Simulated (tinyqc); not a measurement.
Crystal pulling from the melt: segregation, interface stability, heat balance and point-defect regime. Changing the crystal rotation. Computed by tinyqc, a small Python program. Command: `OMP_NUM_THREADS=1 python tinyqc.py 3021321 3021322 out.jsonl pull sweep`. One thread of a shared host (Intel(R) Xeon(R) Processor @ 2.30GHz), about 0.01 s of CPU time with the checks.

A dilute solute; steady pulling with a flat interface unless it is found unstable.

Inputs (values chosen for the exercise, modelled on carbon in silicon):

| quantity | value | unit |
|---|---|---|
| equilibrium coefficient k0 | 0.069 | - |
| initial melt concentration C0 | 1.1e+16 | 1/cm^3 |
| diffusivity in the melt D | 0.00038 | cm^2/s |
| kinematic viscosity nu | 0.0033 | cm^2/s |
| pull rate V | 1.8 | mm/min |
| frozen fraction g | 0.38 | - |

Loss from the melt surface: none.

Method. delta = 1.61 D^(1/3) nu^(1/6) omega^(-1/2), omega = 2 pi rpm/60; k_eff = k0/[k0 + (1 - k0) exp(-V delta/D)] (Burton, Prim and Slichter); the melt at the interface is enriched by k_eff/k0. Axial profile: C_s = k_eff C0 (1 - g)^(k_eff - 1); bulk melt C_L = C_s/k_eff. Usable fraction: the g at which C_s has changed by 30 % from its first value (0.99 at most).

One run for each value:

| crystal rotation (rpm) | boundary layer delta (micrometre) | k_eff | enrichment at the interface | usable fraction |
|---|---|---|---|---|
| 1.0 | 1390 | 0.1818 | 2.634 | 0.2743 |
| 3.2 | 777 | 0.1204 | 1.745 | 0.2579 |
| 5.8 | 577 | 0.1047 | 1.517 | 0.2540 |
| 10.0 | 440 | 0.0949 | 1.376 | 0.2516 |
| 19.0 | 319 | 0.0870 | 1.261 | 0.2498 |
| 33.0 | 242 | 0.0823 | 1.193 | 0.2487 |
| 60.0 | 180 | 0.0787 | 1.140 | 0.2478 |

Give the missing row, crystal rotation (rpm) = 1.8.

Computed row:
```
crystal rotation (rpm)  boundary layer delta (micrometre)   k_eff  enrichment at the interface  usable fraction
1.8                                                  1036  0.1438                        2.084           0.2639
```

Interpolating between the two neighbouring rows (the first column on a logarithmic scale, the others too where they are positive) misses most in k_eff, by 2.6 %. Over the rows, boundary layer delta (micrometre) falls from 1390 to 180 (exponent d ln y / d ln x about -0.50 throughout); k_eff falls from 0.182 to 0.0787 (exponent d ln y / d ln x -0.40 between the first rows and -0.076 between the last); enrichment at the interface falls from 2.63 to 1.14 (exponent d ln y / d ln x -0.40 between the first rows and -0.076 between the last). The exponent of boundary layer delta stays at -0.50: the rotating-disc boundary layer.
